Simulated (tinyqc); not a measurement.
Inside a calculation. Method: UKS/LDA (VWN5) in the sto-6g basis, for BeH, spin multiplicity 2. One step of it, computed by the program tinyqc.

Task: Iteration 2: building the Kohn-Sham matrix. J_ij = sum D_kl (ij|kl) with D = D(alpha) + D(beta); F = H + J + V_xc; E = tr D H + tr D J / 2 + E_xc + E_nn.

D(alpha) after iteration 1:
```
            1Be 1s     1Be 2s   1Be 2px   1Be 2py    1Be 2pz      2H 1s
1Be 1s    1.056879  -0.224769  0.000000  0.000000   0.098370  -0.032161
1Be 2s   -0.224769   0.916580  0.000000  0.000000  -0.372929  -0.029130
1Be 2px   0.000000   0.000000  0.000000  0.000000   0.000000   0.000000
1Be 2py   0.000000   0.000000  0.000000  0.000000   0.000000   0.000000
1Be 2pz   0.098370  -0.372929  0.000000  0.000000   0.227857   0.245309
2H 1s    -0.032161  -0.029130  0.000000  0.000000   0.245309   0.720555
```

D(beta) after iteration 1:
```
            1Be 1s    1Be 2s   1Be 2px   1Be 2py    1Be 2pz      2H 1s
1Be 1s    0.986560  0.022806  0.000000  0.000000  -0.017296  -0.089997
1Be 2s    0.022806  0.045020  0.000000  0.000000   0.034144   0.172439
1Be 2px   0.000000  0.000000  0.000000  0.000000   0.000000   0.000000
1Be 2py   0.000000  0.000000  0.000000  0.000000   0.000000   0.000000
1Be 2pz  -0.017296  0.034144  0.000000  0.000000   0.027122   0.137071
2H 1s    -0.089997  0.172439  0.000000  0.000000   0.137071   0.692747
```

core Hamiltonian H = T + V (hartree):
```
            1Be 1s     1Be 2s    1Be 2px    1Be 2py    1Be 2pz      2H 1s
1Be 1s   -8.274924  -1.941904   0.000000   0.000000  -0.013148  -0.305854
1Be 2s   -1.941904  -2.398971   0.000000   0.000000  -0.117871  -0.849348
1Be 2px   0.000000   0.000000  -1.928685   0.000000   0.000000   0.000000
1Be 2py   0.000000   0.000000   0.000000  -1.928685   0.000000   0.000000
1Be 2pz  -0.013148  -0.117871   0.000000   0.000000  -2.015818  -0.958219
2H 1s    -0.305854  -0.849348   0.000000   0.000000  -0.958219  -1.783252
```

Two-electron integrals (ij|kl) in chemists' order, unique and non-zero (hartree):
```
(11|11) 2.299996   (21|11) 0.361879   (21|21) 0.071926   (22|11) 0.570332
(22|21) 0.139654   (22|22) 0.417773   (31|31) 0.015252   (32|31) 0.022555
(32|32) 0.092340   (33|11) 0.570332   (33|21) 0.139654   (33|22) 0.417773
(33|33) 0.450117   (41|41) 0.015252   (42|41) 0.022555   (42|42) 0.092340
(43|43) 0.024258   (44|11) 0.570332   (44|21) 0.139654   (44|22) 0.417773
(44|33) 0.401601   (44|44) 0.450117   (51|51) 0.015252   (52|51) 0.022555
(52|52) 0.092340   (53|53) 0.024258   (54|54) 0.024258   (55|11) 0.570332
(55|21) 0.139654   (55|22) 0.417773   (55|33) 0.401601   (55|44) 0.401601
(55|55) 0.450117   (61|11) 0.057377   (61|21) 0.011093   (61|22) 0.021523
(61|33) 0.021345   (61|44) 0.021345   (61|51) 0.001102   (61|52) 0.002161
(61|55) 0.021879   (61|61) 0.001810   (62|11) 0.157761   (62|21) 0.039362
(62|22) 0.130643   (62|33) 0.125497   (62|44) 0.125497   (62|51) 0.005441
(62|52) 0.033706   (62|55) 0.140934   (62|61) 0.006753   (62|62) 0.064295
(63|31) 0.003523   (63|32) 0.016671   (63|53) 0.005624   (63|63) 0.005396
(64|41) 0.003523   (64|42) 0.016671   (64|54) 0.005624   (64|64) 0.005396
(65|11) 0.176672   (65|21) 0.044583   (65|22) 0.154317   (65|33) 0.145290
(65|44) 0.145290   (65|51) 0.008721   (65|52) 0.052337   (65|55) 0.172371
(65|61) 0.007980   (65|62) 0.085960   (65|65) 0.117891   (66|11) 0.327883
(66|21) 0.083355   (66|22) 0.309947   (66|33) 0.288145   (66|44) 0.288145
(66|51) 0.012670   (66|52) 0.103448   (66|55) 0.353554   (66|61) 0.014683
(66|62) 0.199428   (66|65) 0.281684   (66|66) 0.774999
```

nuclear repulsion = 1.31554310 hartree

V_xc(alpha) (hartree):
```
            1Be 1s     1Be 2s    1Be 2px    1Be 2py    1Be 2pz      2H 1s
1Be 1s   -1.423778  -0.188496   0.000000   0.000000   0.004417  -0.030742
1Be 2s   -0.188496  -0.312005   0.000000   0.000000   0.007165  -0.130959
1Be 2px   0.000000   0.000000  -0.293365   0.000000   0.000000   0.000000
1Be 2py   0.000000   0.000000   0.000000  -0.293365   0.000000   0.000000
1Be 2pz   0.004417   0.007165   0.000000   0.000000  -0.349232  -0.173014
2H 1s    -0.030742  -0.130959   0.000000   0.000000  -0.173014  -0.483785
```

V_xc(beta) (hartree):
```
            1Be 1s     1Be 2s    1Be 2px    1Be 2py    1Be 2pz      2H 1s
1Be 1s   -1.403129  -0.179365   0.000000   0.000000  -0.001534  -0.029960
1Be 2s   -0.179365  -0.252113   0.000000   0.000000  -0.036361  -0.126586
1Be 2px   0.000000   0.000000  -0.235088   0.000000   0.000000   0.000000
1Be 2py   0.000000   0.000000   0.000000  -0.235088   0.000000   0.000000
1Be 2pz  -0.001534  -0.036361   0.000000   0.000000  -0.286104  -0.172531
2H 1s    -0.029960  -0.126586   0.000000   0.000000  -0.172531  -0.480207
```

E_xc = sum of w rho eps_xc = -3.07712720 hartree

Give: Coulomb J; F(alpha); F(beta); total energy of this density.

Result:

Coulomb J (hartree):
```
         1Be 1s  1Be 2s  1Be 2px  1Be 2py  1Be 2pz  2H 1s
1Be 1s    5.877   1.041    0.000    0.000    0.013  0.166
1Be 2s    1.041   2.206    0.000    0.000    0.136  0.810
1Be 2px   0.000   0.000    2.162    0.000    0.000  0.000
1Be 2py   0.000   0.000    0.000    2.162    0.000  0.000
1Be 2pz   0.013   0.136    0.000    0.000    2.292  1.012
2H 1s     0.166   0.810    0.000    0.000    1.012  2.321
```

F(alpha) (hartree):
```
         1Be 1s  1Be 2s  1Be 2px  1Be 2py  1Be 2pz   2H 1s
1Be 1s   -3.821  -1.090    0.000    0.000    0.004  -0.170
1Be 2s   -1.090  -0.505    0.000    0.000    0.026  -0.170
1Be 2px   0.000   0.000   -0.060    0.000    0.000   0.000
1Be 2py   0.000   0.000    0.000   -0.060    0.000   0.000
1Be 2pz   0.004   0.026    0.000    0.000   -0.073  -0.119
2H 1s    -0.170  -0.170    0.000    0.000   -0.119   0.054
```

F(beta) (hartree):
```
         1Be 1s  1Be 2s  1Be 2px  1Be 2py  1Be 2pz   2H 1s
1Be 1s   -3.801  -1.080    0.000    0.000   -0.002  -0.170
1Be 2s   -1.080  -0.446    0.000    0.000   -0.018  -0.165
1Be 2px   0.000   0.000   -0.002    0.000    0.000   0.000
1Be 2py   0.000   0.000    0.000   -0.002    0.000   0.000
1Be 2pz  -0.002  -0.018    0.000    0.000   -0.010  -0.118
2H 1s    -0.170  -0.165    0.000    0.000   -0.118   0.057
```

total energy of this density = -14.82628 hartree
